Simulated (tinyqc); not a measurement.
# From largest solubility back to entropy of transfer S

Model: solid solubility of a dopant against its melt (retrograde solidus), clustering and the electrically active fraction. Computed by tinyqc, a small Python program. Command: `OMP_NUM_THREADS=1 python tinyqc.py 3006187 3006188 out.jsonl retro inv`. One thread of a shared host (Intel(R) Xeon(R) Processor @ 2.30GHz), about 0.04 s of CPU time with the checks.

Inputs (values chosen for the exercise, for a model dopant):

| quantity | value | unit |
|---|---|---|
| melting point of the host T_m | 1687 | K |
| heat of melting of the host H_f | 50.2 | kJ/mol |
| interaction L of the melt | -13 | kJ/mol |
| enthalpy of transfer from melt to solid H | 1.48 | eV |
| site density N0 | 5e+22 | 1/cm^3 |

Constants: R = 8.314462618 J/(mol K); k_B = 8.617333262e-05 eV/K; e = 1.602176634e-19 C; N_A = 6.02214076e+23 1/mol.

Method. x_l and x_s are atom fractions of the dopant in melt and solid; the solid is dilute. Liquidus of the host: R T ln(1 - x_l) + L x_l^2 = -H_f (1 - T/T_m). Distribution: k = x_s/x_l = exp[L (1 - x_l)^2/(R T)] exp(S/k_B - H/(k_B T)), the first factor being the activity coefficient in the melt. Solubility = x_s N0; at T_m x_l = 0. The largest x_s N0 between 900 K and T_m. For an ideal melt with constant heats the maximum has x_l = H_f/(H + H_f), H in the same units.

Task: A run gave the result below. Find the entropy of transfer S, known to lie between 1.3 and 2.1 k_B.

largest solubility = 5.690261e+17 1/cm^3

Result:

Each step takes the trial c = (a f_b - b f_a)/(f_b - f_a), f being the result less the target and a, b, c the logarithms of the listed values; c replaces end b, the old b replaces a if the sign of f changed, and otherwise f_a is halved.

Scan of the range:

| entropy of transfer S (k_B) | largest solubility (1/cm^3) |
|---|---|
| 1.30 | 3.61017e+17 |
| 1.41 | 4.02996e+17 |
| 1.53 | 4.54377e+17 |
| 1.65 | 5.12308e+17 |
| 1.79 | 5.89295e+17 |
| 1.94 | 6.84663e+17 |
| 2.10 | 8.03459e+17 |

False position (Illinois rule, in the logarithm of the input) inside the bracket:

| step | end a | end b | trial | largest solubility (1/cm^3) |
|---|---|---|---|---|
| 1 | 1.65000 | 1.79000 | 1.75203 | 5.67338e+17 |
| 2 | 1.79000 | 1.75203 | 1.75492 | 5.68980e+17 |
| 3 | 1.79000 | 1.75492 | 1.75508 | 5.69069e+17 |
| 4 | 1.75492 | 1.75508 | 1.75500 | 5.69026e+17 |
| 5 | 1.75508 | 1.75500 | 1.75500 | 5.69026e+17 |

Largest solubility rises at every point of a 13-point scan of the range (every second point is shown), so one value fits; it is bracketed by 1.65 and 1.79. Answer: entropy of transfer S = 1.755 k_B.
